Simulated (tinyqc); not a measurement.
Worked calculation: empirical pseudopotential in a few plane waves. One step of it, computed by the program tinyqc.

Task: Bloch Hamiltonian at G. Basis: the 15 shortest G (labels in 2 pi/a), the same at every k. H(G,G') = c |k + G|^2 delta + VS(|G-G'|^2) cos((G-G').tau) + i VA sin((G-G').tau), tau = a/8 (1,1,1); 1 Ry = 13.605693 eV.

Parameters chosen for this model: fcc lattice, atoms at +/- a/8 (1,1,1); form factors in rydberg at |G|^2 in units of (2 pi/a)^2:

| parameter | value | unit |
|---|---|---|
| a | 6.410000 | angstrom |
| VS(3) | -0.249000 | Ry |
| VS(8) | 0.043000 | Ry |
| VS(11) | 0.088000 | Ry |
| VA(3) | 0 | Ry |
| VA(4) | 0 | Ry |
| VA(11) | 0 | Ry |
| hbar^2/2m (2 pi/a)^2 | 3.660721 | eV |

k point G (2 pi / a): 0  0  0

Give: H(k) at G.

Result:

H(k) at G (eV), lower triangle:
```
        +0+0+0  -1-1-1  -1-1+1  -1+1-1  -1+1+1  +1-1-1  +1-1+1  +1+1-1
+0+0+0   0.000
-1-1-1   2.396  10.982
-1-1+1  -2.396   0.000  10.982
-1+1-1  -2.396   0.000   0.585  10.982
-1+1+1  -2.396  -0.585   0.000   0.000  10.982
+1-1-1  -2.396   0.000   0.585   0.585   0.000  10.982
+1-1+1  -2.396  -0.585   0.000   0.000   0.585   0.000  10.982
+1+1-1  -2.396  -0.585   0.000   0.000   0.585   0.000   0.585  10.982
+1+1+1   2.396   0.000  -0.585  -0.585   0.000  -0.585   0.000   0.000
-2+0+0   0.000  -2.396  -2.396  -2.396   2.396   0.847  -0.847  -0.847
+0-2+0   0.000  -2.396  -2.396   0.847  -0.847  -2.396   2.396  -0.847
+0+0-2   0.000  -2.396   0.847  -2.396  -0.847  -2.396  -0.847   2.396
+0+0+2   0.000  -0.847   2.396  -0.847  -2.396  -0.847  -2.396   0.847
+0+2+0   0.000  -0.847  -0.847   2.396  -2.396  -0.847   0.847  -2.396
+2+0+0   0.000  -0.847  -0.847  -0.847   0.847   2.396  -2.396  -2.396

        +1+1+1  -2+0+0  +0-2+0  +0+0-2  +0+0+2  +0+2+0  +2+0+0
+1+1+1  10.982
-2+0+0  -0.847  14.643
+0-2+0  -0.847   0.585  14.643
+0+0-2  -0.847   0.585   0.585  14.643
+0+0+2  -2.396  -0.585  -0.585   0.000  14.643
+0+2+0  -2.396  -0.585   0.000  -0.585   0.585  14.643
+2+0+0  -2.396   0.000  -0.585  -0.585   0.585   0.585  14.643
```
